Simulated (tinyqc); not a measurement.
Hall effect and magnetoresistance of several carrier groups with constant relaxation times: one step, computed by the program tinyqc.

Group 1 has charge -e and group 2 charge +e; s_i is that sign. B lies along z; mu B is formed with mu in m^2/(V s).

Task: Resistivity, Hall coefficient and magnetoresistance. rho_xx = sigma_xx/(sigma_xx^2 + sigma_xy^2); Hall coefficient R_H = sigma_xy/(B (sigma_xx^2 + sigma_xy^2)), with B in V s/cm^2 (1 T = 1e-4 V s/cm^2); magnetoresistance MR = rho_xx(B)/rho_xx(0) - 1. Apparent density 1/(e |R_H|); Hall mobility |R_H|/rho_xx.

Inputs (values chosen for the exercise, for a model conductor): magnetic field B = 9.2 T.

Carriers: compensated semimetal. Densities: per volume.

sigma_xx = 55.15632 S/cm

sigma_xy = -120.9317 S/cm

sigma at B = 0 = 1694.798 S/cm

Constants: e = 1.602176634e-19 C.

Give: rho_xx; Hall coefficient R_H; magnetoresistance MR; apparent density; Hall mobility.

Result:

rho_xx = 0.003122 ohm cm

Hall coefficient R_H = -7.440 cm^3/C

magnetoresistance MR = 429.1 %

apparent density = 8.389e+17 1/cm^3

Hall mobility = 2383 cm^2/(V s)
